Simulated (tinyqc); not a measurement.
Inside a calculation. Method: plane-wave Kohn-Sham cycle with exchange-only LDA in a layered model solid. Computed by tinyqc, a small Python program that keeps every step. Settings: points = 16, plane-wave index or count = 3, electrons = 4, k points = 1, area = 35.0, mixing = 0.5, iteration cap = 65. Command: `OMP_NUM_THREADS=1 python tinyqc.py 30387 30388 out.jsonl` (the two numbers bound the seeds that draw the settings). One thread of a shared host (Intel(R) Xeon(R) Processor @ 2.60GHz), about 0.01 s of CPU time with the checks. Later iterations appear only in the table of the cycle.

## Iteration 1: potential

A solid whose potential varies along x alone (atomic units):

| parameter | value |
|---|---|
| period a | 8.000000 |
| cross-section of the cell | 35.000000 |
| electrons per cell | 4 |
| grid points | 16 |
| plane waves -n..n, n | 3 |
| k points | 1 |
| V1 in V1 cos(2 pi x/a) | -0.570000 |

density at the start, on the grid x_j = j a/N (e/bohr^3): 0.0142857  0.0142857  0.0142857  0.0142857  0.0142857  0.0142857  0.0142857  0.0142857  0.0142857  0.0142857  0.0142857  0.0142857  0.0142857  0.0142857  0.0142857  0.0142857

V_H(G) = 4 pi rho(G)/G^2 for G != 0 (uniform background); v_x = -(3 rho/pi)^(1/3); V = V_ext + V_H + v_x; Fourier components f(G_m) = (1/N) sum_j f(x_j) exp(-i G_m x_j).

Potentials on the grid (hartree):

| x | V_ext | V_H | v_x | V |
|---|---|---|---|---|
| 0.00000 | -0.57000 | 0.00000 | -0.23894 | -0.80894 |
| 0.50000 | -0.52661 | 0.00000 | -0.23894 | -0.76555 |
| 1.00000 | -0.40305 | 0.00000 | -0.23894 | -0.64199 |
| 1.50000 | -0.21813 | 0.00000 | -0.23894 | -0.45707 |
| 2.00000 | 0 | 0.00000 | -0.23894 | -0.23894 |
| 2.50000 | 0.21813 | 0.00000 | -0.23894 | -0.02081 |
| 3.00000 | 0.40305 | 0.00000 | -0.23894 | 0.16411 |
| 3.50000 | 0.52661 | 0.00000 | -0.23894 | 0.28767 |
| 4.00000 | 0.57000 | 0.00000 | -0.23894 | 0.33106 |
| 4.50000 | 0.52661 | 0.00000 | -0.23894 | 0.28767 |
| 5.00000 | 0.40305 | 0.00000 | -0.23894 | 0.16411 |
| 5.50000 | 0.21813 | 0.00000 | -0.23894 | -0.02081 |
| 6.00000 | 0 | 0.00000 | -0.23894 | -0.23894 |
| 6.50000 | -0.21813 | 0.00000 | -0.23894 | -0.45707 |
| 7.00000 | -0.40305 | 0.00000 | -0.23894 | -0.64199 |
| 7.50000 | -0.52661 | 0.00000 | -0.23894 | -0.76555 |

V(G_m), m = 0, 1, 2, ... (hartree): -0.23894  -0.28500  0.00000  0.00000  0.00000  0.00000  0.00000

## Iteration 1: Hamiltonian at one k

k = 0.00000 2 pi / a

H(m,m') = (k + G_m)^2/2 delta + V(G_m - G_m'), with V(-G) = V(G).

H (hartree), lower triangle:
```
          -3        -2        -1        +0        +1        +2       +3
-3   2.53688
-2  -0.28500   0.99476
-1   0.00000  -0.28500   0.06948
+0   0.00000   0.00000  -0.28500  -0.23894
+1   0.00000   0.00000   0.00000  -0.28500   0.06948
+2   0.00000   0.00000   0.00000   0.00000  -0.28500   0.99476
+3   0.00000   0.00000   0.00000   0.00000   0.00000  -0.28500  2.53688
```

## Iteration 1: levels at that k

Diagonalise the Hermitian matrix.

eigenvalues (hartree): -0.53440  -0.01369  0.27043  1.02593  1.03724  2.58889  2.58891

## Iteration 1: new density

Motion across x is left out: the lowest 2 band(s) hold two electrons at each of the k points (j + 1/2)/nk - 1/2. Residual R = rho(out) - rho(in); rho(new) = rho(in) + 0.5 R. rho(out) = 2/(a A nk) sum |psi|^2 with psi = sum c exp(i G x). Harris energy E = band energy - dV sum rho (V_H/2 + v_x) + (3/4) dV sum rho v_x with rho(in), dV = a A/N, band energy = (2/nk) sum of the filled levels.

rho(out) (e/bohr^3): 0.0232587  0.0253480  0.0273120  0.0234954  0.0152692  0.0075995  0.0028863  0.0006999  0.0000921  0.0006999  0.0028863  0.0075995  0.0152692  0.0234954  0.0273120  0.0253480

density after iteration 1 (e/bohr^3): 0.0187722  0.0198168  0.0207989  0.0188906  0.0147774  0.0109426  0.0085860  0.0074928  0.0071889  0.0074928  0.0085860  0.0109426  0.0147774  0.0188906  0.0207989  0.0198168

energy per cell = -0.8572272 hartree

## Iteration 2: potential

As before.

Potentials on the grid (hartree):

| x | V_ext | V_H | v_x | V |
|---|---|---|---|---|
| 0.00000 | -0.57000 | 0.13874 | -0.26172 | -0.69298 |
| 0.50000 | -0.52661 | 0.13138 | -0.26648 | -0.66171 |
| 1.00000 | -0.40305 | 0.10665 | -0.27081 | -0.56721 |
| 1.50000 | -0.21813 | 0.06228 | -0.26226 | -0.41811 |
| 2.00000 | 0 | 0.00404 | -0.24165 | -0.23761 |
| 2.50000 | 0.21813 | -0.05583 | -0.21862 | -0.05633 |
| 3.00000 | 0.40305 | -0.10562 | -0.20164 | 0.09579 |
| 3.50000 | 0.52661 | -0.13783 | -0.19270 | 0.19609 |
| 4.00000 | 0.57000 | -0.14890 | -0.19005 | 0.23105 |
| 4.50000 | 0.52661 | -0.13783 | -0.19270 | 0.19609 |
| 5.00000 | 0.40305 | -0.10562 | -0.20164 | 0.09579 |
| 5.50000 | 0.21813 | -0.05583 | -0.21862 | -0.05633 |
| 6.00000 | 0 | 0.00404 | -0.24165 | -0.23761 |
| 6.50000 | -0.21813 | 0.06228 | -0.26226 | -0.41811 |
| 7.00000 | -0.40305 | 0.10665 | -0.27081 | -0.56721 |
| 7.50000 | -0.52661 | 0.13138 | -0.26648 | -0.66171 |

V(G_m), m = 0, 1, 2, ... (hartree): -0.23501  -0.23272  0.00161  0.00160  0.00036  0.00010  0.00005

## Iteration 2: Hamiltonian at one k

k = 0.00000 2 pi / a

As before.

H (hartree), lower triangle:
```
          -3        -2        -1        +0        +1        +2       +3
-3   2.54082
-2  -0.23272   0.99869
-1   0.00161  -0.23272   0.07342
+0   0.00160   0.00161  -0.23272  -0.23501
+1   0.00036   0.00160   0.00161  -0.23272   0.07342
+2   0.00010   0.00036   0.00160   0.00161  -0.23272   0.99869
+3   0.00005   0.00010   0.00036   0.00160   0.00161  -0.23272  2.54082
```

## Iteration 2: levels at that k

As before.

eigenvalues (hartree): -0.45449  0.01479  0.23336  1.02046  1.02535  2.57565  2.57572

## Iteration 2: new density

As before.

rho(out) (e/bohr^3): 0.0216951  0.0237140  0.0261004  0.0235626  0.0164414  0.0088896  0.0036599  0.0009766  0.0001871  0.0009766  0.0036599  0.0088896  0.0164414  0.0235626  0.0261004  0.0237140

density after iteration 2 (e/bohr^3): 0.0202337  0.0217654  0.0234496  0.0212266  0.0156094  0.0099161  0.0061230  0.0042347  0.0036880  0.0042347  0.0061230  0.0099161  0.0156094  0.0212266  0.0234496  0.0217654

energy per cell = -0.7079259 hartree

## Convergence

Stop when sqrt(dV sum R^2) is below 1e-8, dV = a A/N.

Course of the cycle:

| iteration | E (hartree) | norm of the residual |
|---|---|---|
| 1 | -0.8572272 | 1.75e-01 |
| 2 | -0.7079259 | 7.66e-02 |
| 3 | -0.6849837 | 3.42e-02 |
| 4 | -0.6824199 | 1.61e-02 |
| 5 | -0.6824080 | 7.92e-03 |
| 6 | -0.6825308 | 4.01e-03 |
| 7 | -0.6825871 | 2.06e-03 |
| 8 | -0.6826064 | 1.07e-03 |
| 9 | -0.6826122 | 5.51e-04 |
| 10 | -0.6826138 | 2.84e-04 |
| 11 | -0.6826142 | 1.46e-04 |
| ... | ... | ... |
| 16 | -0.6826144 | 5.22e-06 |
| 17 | -0.6826144 | 2.68e-06 |
| 18 | -0.6826144 | 1.37e-06 |
| 19 | -0.6826144 | 7.01e-07 |
| 20 | -0.6826144 | 3.59e-07 |
| 21 | -0.6826144 | 1.84e-07 |
| 22 | -0.6826144 | 9.41e-08 |
| 23 | -0.6826144 | 4.82e-08 |
| 24 | -0.6826144 | 2.47e-08 |
| 25 | -0.6826144 | 1.26e-08 |
| 26 | -0.6826144 | 6.46e-09 |

Converged in 26 iterations. Before convergence this energy mixes input and output and is not variational, so it may rise towards its limit.
